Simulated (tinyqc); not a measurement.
Inside a calculation. Model: pair-potential crystal by lattice sums. Computed by tinyqc, a small Python program that keeps every step. Command: `OMP_NUM_THREADS=1 python tinyqc.py 3028969 3028970 out.jsonl pairsum walk`. One thread of a shared host (Intel(R) Xeon(R) Processor @ 2.30GHz), about 0.02 s of CPU time with the checks. Intermediate numbers are printed to about 7 digits and carried at full precision; extremes and crossings named in words are read from the listed rows.

Energy per atom E = (1/2) sum over neighbours of phi(r); d is the nearest-neighbour distance.

Inputs (values chosen for the exercise, for model atoms): well depth eps = 0.0225 eV; pair minimum r0 = 3.24 angstrom; cut-off r_c/r0 = 2.18; trial neighbour distance d/r0 = 0.964; stiffness alpha r0 = 3.4.

Potential: Morse. Structure: sc.

Constants: 1 eV/angstrom^3 = 160.2176634 GPa.

## Shell sums at the trial distance

phi0(r) = eps [exp(-2 alpha (r - r0)) - 2 exp(-alpha (r - r0))]; shifted-force cut-off: phi(r) = phi0(r) - phi0(r_c) - (r - r_c) phi0'(r_c) for r < r_c, zero beyond. Shells (distance in units of d, count): fcc 1.0000 (12), 1.4142 (6), 1.7321 (24), 2.0000 (12), 2.2361 (24), 2.4495 (8), 2.6458 (48), 2.8284 (6), 3.0000 (36), 3.1623 (24); hcp 1.0000 (12), 1.4142 (6), 1.6330 (2), 1.7321 (18), 1.9149 (12), 2.0000 (6), 2.2361 (12), 2.3805 (12), 2.4495 (6), 2.5166 (6), 2.5820 (12), 2.6458 (24), 2.7080 (6), 2.8868 (12), 3.0000 (12), 3.1091 (24), 3.1623 (12); bcc 1.0000 (8), 1.1547 (6), 1.6330 (12), 1.9149 (24), 2.0000 (8), 2.3094 (6), 2.5166 (24), 2.5820 (24), 2.8284 (24), 3.0000 (32); sc 1.0000 (6), 1.4142 (12), 1.7321 (8), 2.0000 (6), 2.2361 (24), 2.4495 (24), 2.8284 (12), 3.0000 (30), 3.1623 (24); diamond 1.0000 (4), 1.6330 (12), 1.9149 (12), 2.3094 (6), 2.5166 (12), 2.8284 (24), 3.0000 (16). Volumes per atom in d^3: fcc 0.70711, hcp 0.70711, bcc 0.76980, sc 1.00000, diamond 1.53960; hcp has the ideal c/a. Every shell inside the cut-off is summed. List each shell within the cut-off.

Shells:
```
shell  count  r (angstrom)     phi (eV)  phi' (eV/angstrom)  phi'' (eV/angstrom^2)
1          6      3.123360  -0.01800553        -0.007788332             0.07059120
2         12      4.417098  -0.00815490         0.008899155            -0.00602954
3          8      5.409818  -0.00218554         0.003508579            -0.00404081
4          6      6.246720  -0.00038532         0.001088137            -0.00193238
5         24      6.984045  -0.00000278         0.000071222            -0.00093614
```

## Energy and virial pressure

E = (1/2) sum count x phi; P = -(1/(6 Omega)) sum count x r phi', Omega = 1.000000 d^3.

energy at the trial distance = -0.1128775 eV/atom

pressure at the trial distance = -0.4647577 GPa

The pressure is negative, so the lattice wants to contract.

## Equilibrium

Equilibrium: dE/dd = 0 at the lowest minimum with d between 0.78 r0 and 1.45 r0; B = d^2 E''(d)/(9 Omega). Unrelaxed vacancy: removing an atom breaks its bonds (2|E|) and placing it on the surface returns |E|, so E_v = |E|.

equilibrium distance d = 2.630981 angstrom

energy per atom = -0.1417124 eV

bulk modulus B = 3.073952 GPa

unrelaxed vacancy energy = 0.1417124 eV

d is 18.8 % shorter than r0, because further shells pull and the first shell must push back.

## Elastic constants

At zero stress C_ijkl = (1/(2 Omega)) sum (phi'' - phi'/r) R_i R_j R_k R_l / r^2 over all neighbours, on cube axes; so C44 = C12 (Cauchy relation). C' = (C11 - C12)/2.

C11 = 12.53418 GPa

C12 = C44 = -1.656162 GPa

C' = 7.095171 GPa

C44 is negative: the structure is unstable against a simple shear.

## Ranking of structures

The formulas are those given above.

Each structure at its own equilibrium:
```
structure  neighbours  d (angstrom)  E (eV/atom)  volume (angstrom^3)   B (GPa)
fcc                12      2.853304   -0.1738103             16.42589  4.205390
hcp                12      2.858000   -0.1737786             16.50713  4.156544
bcc                 8      2.784310   -0.1732803             16.61616  4.036328
sc                  6      2.630981   -0.1417124             18.21181  3.073952
diamond             4      2.592878   -0.0809205             26.83825  1.237071
```

The order is fcc < hcp < bcc < sc < diamond; fcc lies 0.032 meV below hcp. fcc (-0.173810 eV) and hcp (-0.173779 eV) share two shells and differ from the third on. Pair forces reward the number of bonds: diamond reaches only 47 % of the best binding. Caution: each structure is relaxed in d alone and may be unstable against shear; the tiny fcc-hcp difference depends on the cut-off.

Checks made by the program: virial pressure against -dE/dV (relative difference 8e-10); (C11 + 2 C12)/3 against the curvature of E(d) (relative difference 9e-10).
